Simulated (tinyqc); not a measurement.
## CMOS inverter, nodal equation and switching: energy per operation against supply voltage

An n-channel pull-down (bn, VTn) and a p-channel pull-up (bp, VTp) share the input Vin and the output node Vout, which carries the load C. Transistor (EKV form, voltages against the body): I = 2 n b Vt^2 [F(vp - Vs) - F(vp - Vd)] from drain to source, F(v) = ln^2(1 + exp(v/(2 Vt))), vp = (Vg - VT + sg |Vd - Vs|)/n. n-channel bodies are at 0; for the p-channel device all voltages are counted down from Vdd. b in uA/V^2 gives I in uA. Static: In = Ip. Transient: C dVout/dt = Ip - In. No velocity saturation, no gate capacitance beyond C.

For a step input the delay to Vdd/2 is tHL = C times the integral of dV/(In - Ip) from Vdd/2 to Vdd at Vin = Vdd, and tLH likewise with Ip - In from 0 to Vdd/2 at Vin = 0. A chain of 20 such gates sets the cycle time tc = 20 (tHL + tLH)/2; per gate and cycle the switching energy is 0.05 C Vdd^2 and the leakage energy Vdd Ileak tc, Ileak the mean supply current at Vin = 0 and Vdd.

Inputs (values chosen for the exercise):
- T = 273 K (temperature)
- n = 1.23 (slope factor)
- sg = 0.069 (drain-induced barrier lowering)
- VTn = 0.38 V (n-channel threshold)
- VTp = 0.28 V (p-channel threshold (magnitude))
- bn = 870 uA/V^2 (gain factor of the pull-down transistor)
- bp = 260 uA/V^2 (gain factor of the pull-up transistor)
- C = 0.54 fF (load capacitance)

Constants: q = 1.602176634e-19 C, kB = 1.380649e-23 J/K, Vt = kB T/q. Results are converted to the units shown.

Energy per operation against supply voltage:
```
Vdd (V),tc (ns),switching (aJ),leakage (aJ),total (aJ)
0.15,883.9,0.6075,2.294,2.902
0.2,193.4,1.080,0.7571,1.837
0.25,43.31,1.688,0.2389,1.926
0.3,10.63,2.430,0.07921,2.509
0.35,3.164,3.308,0.03098,3.338
0.4,1.233,4.320,0.01553,4.336
0.5,0.3795,6.750,0.007576,6.758
0.6,0.1968,9.720,0.005974,9.726
0.8,0.09372,17.28,0.006086,17.29
1,0.06003,27.00,0.007811,27.01
```

The total energy goes from 2.90 through a minimum of 1.84 (at Vdd = 0.2 V among the rows listed) to 27.0 aJ, while the cycle time falls from 884 to 0.0600 ns. Leakage makes up 79 % of the total in the first row and 0.029 % in the last. Below threshold the cycle lengthens exponentially and leakage flows for all of it, hence the minimum. For Vdd = 0.8 to 1 V the overdrive passes 0.5 V, where velocity saturation, left out here, would lengthen the delays of short devices. For Vdd = 0.15 to 0.35 V the supply is below a threshold, where mismatch, left out here, dominates margins and delay.

Numbers from tinyqc (`OMP_NUM_THREADS=1 python tinyqc.py 2340113 2340114 out.jsonl`; about 0.05 s on one thread of a shared Intel Xeon 2.30GHz).
